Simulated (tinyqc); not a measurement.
# Silicon n-p-n transistor, Gummel numbers and transit times, step by step

Program tinyqc, `OMP_NUM_THREADS=1 python tinyqc.py 2320051 2320052 out.jsonl`; Intel Xeon 2.30GHz, shared host, one thread, about 0.01 s. Printed values are rounded.

One-dimensional n-p-n transistor in the forward active mode at low injection. In the base p(x) = NB exp(-eta x/wb) and ni(x)^2 = ni^2 exp((g0 + g1 x/wb)/Vt); electrons leave the base at vsat; band spikes at the emitter junction and recombination inside the emitter are ignored.

Inputs (values chosen for the exercise); band and dielectric values close to those of silicon:
```
symbol,value,unit,meaning
T,350,K,temperature
Eg,1.1,eV,band gap
eps_r,11.7,,relative permittivity
Nc,3.55e19,cm^-3,conduction-band density of states at T
Nv,3.4e19,cm^-3,valence-band density of states at T
vsat,9.9e6,cm/s,saturation velocity
wb,420,nm,neutral base width
NB,1.4e17,cm^-3,base doping at the emitter edge
eta,0,,doping falls as exp(-eta x/wb)
g0,0,eV,gap reduction at the emitter edge of the base
g1,0,eV,further gap reduction across the base (linear)
Dn,10,cm^2/s,electron diffusion coefficient in the base
NE,2.7e20,cm^-3,emitter doping
gE,0.101,eV,gap reduction in the emitter (negative: wider gap)
we,140,nm,neutral emitter width
Dp,2.1,cm^2/s,hole diffusion coefficient in the emitter
Se,60000,cm/s,recombination velocity at the emitter contact
tb,1e-8,s,electron lifetime in the base
NC,2.6e16,cm^-3,collector doping
VCB,0.2,V,collector-base reverse bias
```

Constants: q = 1.602176634e-19 C, kB = 1.380649e-23 J/K, Vt = kB T/q, eps0 = 8.8541878128e-14 F/cm where lengths are in cm. Results are converted to the units shown.

Range of the model: The collector doping exceeds a tenth of the base doping at that edge, so the collector layer reaches noticeably into the base. Heavy doping makes emitter or base degenerate; gE and g0 are to be read as apparent gap changes that include this.

## Base Gummel number and transit time

f(x) = p(x) ni^2/ni(x)^2; I(x) = integral from x to wb of f/Dn, plus f(wb)/vsat; base Gummel number GB = I(0); electron density per unit flux n/(J/q) = I/f; base transit time tauB = integral of I/f over the base. Trapezoid rule on 10 equal steps.

```
point   x (nm)  f (cm^-3)  I (s/cm^4)  I/f (s/cm)
0        0.000     1.4e17  6.02141e11  4.30101e-6
1       42.000     1.4e17  5.43341e11  3.88101e-6
2       84.000     1.4e17  4.84541e11  3.46101e-6
3      126.000     1.4e17  4.25741e11  3.04101e-6
4      168.000     1.4e17  3.66941e11  2.62101e-6
5      210.000     1.4e17  3.08141e11  2.20101e-6
6      252.000     1.4e17  2.49341e11  1.78101e-6
7      294.000     1.4e17  1.90541e11  1.36101e-6
8      336.000     1.4e17  1.31741e11  9.41010e-7
9      378.000     1.4e17  7.29414e10  5.21010e-7
10     420.000     1.4e17  1.41414e10  1.01010e-7
```

GB = 6.02141e11 s/cm^4
tauB = 92.4424 ps

With 4000 steps GB = 6.021e11 s/cm^4 and tauB = 92.44 ps. A uniform base would give wb^2/(2 Dn) + wb/vsat = 92.4 ps.

## Gain, Early voltage and collector delay

ni = sqrt(Nc Nv) exp(-Eg/(2 Vt)), Eg in volts; GE = NE exp(-gE/Vt)(we/Dp + 1/Se); JC = J0 exp(VBE/Vt), J0 = q ni^2/GB; gain limited by back injection GE/GB, by base recombination tb/tauB, together 1/beta = the sum of the inverses; collector layer one-sided, Wc = sqrt(2 eps0 eps_r (Vbc + VCB)/(q NC)), Vbc = Vt ln(p(wb) NC/ni^2), Cjc = eps0 eps_r/Wc; Early voltage VA = GB q p(wb)/(f(wb) Cjc [1/Dn - (eta + g1/Vt)/(wb vsat)]), f(wb) = p(wb) exp(-(g0 + g1)/Vt), p(wb) = NB exp(-eta); tauC = Wc/(2 vsat).

ni = 4.18025e11 cm^-3
GE = 2.21312e14 s/cm^4
J0 = 4.64961e-8 A/cm^2
GE/GB = 367.541
tb/tauB = 108.175
beta = 83.5769
Wc = 213.517 nm
Cjc = 0.485179 fF/um^2
VA = 19.8841 V
tauC = 1.07837 ps

The gain is limited more by recombination in the base. beta VA = 1660 V.
